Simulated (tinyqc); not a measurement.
Raising D: domain walls in a thin film with perpendicular anisotropy: Bloch, Neel and chiral walls, motion and stripe domains. Computed by tinyqc, a small Python program. Command: `OMP_NUM_THREADS=1 python tinyqc.py 3003142 3003143 out.jsonl mwall walk`. One thread of a shared host (Intel(R) Xeon(R) Processor @ 2.30GHz), about 0.01 s of CPU time with the checks.

One-dimensional wall: polar angle theta(x), azimuth phi of the moment in the wall (phi = 0 Neel, 90 degrees Bloch). mu_0 = 1.25663706212e-6 T m/A, gamma = 1.76085963023e11 rad/(s T).

Inputs (values chosen for the exercise, for a model film):
```
quantity                      value    unit
saturation magnetisation M_s   1190    kA/m
exchange stiffness A             19    pJ/m
uniaxial anisotropy K_u        1710  kJ/m^3
DMI constant D                 0.15  mJ/m^2
thickness t                     1.2      nm
```

Method. K_eff = K_u - mu_0 M_s^2/2; Delta = sqrt(A/K_eff); sigma_0 = 4 sqrt(A K_eff); profile theta = 2 arctan exp(x/Delta); quality factor Q = 2 K_u/(mu_0 M_s^2). sigma(phi) = sigma_0 + 2 Delta K_D cos^2(phi) - pi D cos(phi), with the wall shape anisotropy K_D = N_x mu_0 M_s^2/2, N_x = t ln 2/(pi Delta). The minimum has cos(phi) = D/D_N for D < D_N = 4 Delta K_D/pi and phi = 0 beyond; sigma turns negative at D_c = (sigma_0 + 2 Delta K_D)/pi.

D_N = 0.299944 mJ/m^2

D_c = 5.17637 mJ/m^2

width parameter Delta = 4.81290 nm

sigma_0 = 15.7909 mJ/m^2

Wall against D; the last column is the Kaplan-Gehring width, log10[0.955 t exp(pi sigma/(mu_0 M_s^2 t))/nm], with a dash where it falls below 10 Delta and the formula fails:
```
D (mJ/m^2)  phi (degrees)  sigma (mJ/m^2)  sigma/sigma_0  log10 domain width
0.06               78.461          15.772        0.99881              10.136
0.15               59.994          15.673        0.99254              10.073
0.24               36.856          15.489        0.98090               9.956
1.00                0.000          13.120        0.83089               8.442
2.10                0.000           9.665        0.61204               6.234
3.10                0.000           6.523        0.41309               4.227
4.10                0.000           3.382        0.21414               2.220
4.70                0.000           1.497        0.09477                   -
```

D_N is 6 % of D_c, so a small D fixes the chirality long before it lowers the energy much. Beyond D_N sigma falls by pi per unit of D, and the domain width, which has sigma in an exponent, drops by 7.9 decades over the valid rows (values above 6 mean a single domain in any device).

Extremes, crossings and ranges named in words are read from the listed rows.
